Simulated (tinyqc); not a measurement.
On-chip power grid, static voltage drop by conjugate gradients: one step of the calculation.

A grid of 3 rows and 4 columns, node k = 4 row + column. Neighbours in a row are joined by Rx, in a column by Ry; pad nodes, which reach the supply through Rp: 0, 11. Each node draws I0, node 3 draws kh I0. The drops u = Vdd - V solve G u = i, with G the conductance matrix (1/Rp added on the diagonal at pad nodes).

Task. Conjugate-gradient step. q = G p; with z = r/G_kk: a = (r.z)/(p.q); u(new) = u + a p; r(new) = r - a q; b = (r.z)(new)/(r.z); p(new) = z(new) + b p.

Inputs (values chosen for the exercise):
- Rx = 0.12 ohm (resistance of a horizontal segment)
- Ry = 0.18 ohm (resistance of a vertical segment)
- Rp = 0.1 ohm (resistance from a pad node to the supply)

u after iteration 1 (mV):
```
            col 0       col 1       col 2       col 3
row 0  0.10909325  0.11727524  0.11727524  0.56292115
row 1  0.13402885  0.09382019  0.09382019  0.13402885
row 2  0.18764038  0.11727524  0.11727524  0.10909325
```

r after iteration 1 (mA):
```
           col 0      col 1      col 2       col 3
row 0  0.1157819  0.8015109  4.5834101  -3.0964510
row 1  0.8242387  1.5956838  1.5956838   2.9091318
row 2  0.1157819  1.4560704  0.8015109   0.1157819
```

p after iteration 1 (mV):
```
            col 0       col 1       col 2       col 3
row 0  0.09316869  0.13101415  0.30119961  0.23279708
row 1  0.15089931  0.13340154  0.13340154  0.25812239
row 2  0.16025015  0.16046932  0.13101415  0.09316869
```

Wanted: q; a; u after iteration 2; r after iteration 2; b; p after iteration 2.

Result.

q (mA):
```
        col 0    col 1    col 2    col 3
row 0  0.2956  -1.1161   2.9204  -0.7107
row 1  0.4146  -0.2829  -1.9583   2.0964
row 2  0.0501   0.3977   0.0567  -0.3001
```

a = 2.5690

u after iteration 2 (mV):
```
        col 0   col 1   col 2   col 3
row 0  0.3484  0.4539  0.8911  1.1610
row 1  0.5217  0.4365  0.4365  0.7972
row 2  0.5993  0.5295  0.4539  0.3484
```

r after iteration 2 (mA):
```
         col 0   col 1    col 2    col 3
row 0  -0.6436  3.6688  -2.9193  -1.2706
row 1  -0.2409  2.3225   6.6266  -2.4767
row 2  -0.0130  0.4345   0.6560   0.8868
```

b = 1.3406

p after iteration 2 (mV):
```
         col 0    col 1    col 2    col 3
row 0  0.09796  0.34073  0.27241  0.22060
row 1  0.18990  0.26245  0.41739  0.21866
row 2  0.21389  0.23467  0.20515  0.16202
```

Numbers from tinyqc (`OMP_NUM_THREADS=1 python tinyqc.py 2770209 2770210 out.jsonl`; about 0.3 s on one thread of a shared Intel Xeon 2.30GHz).
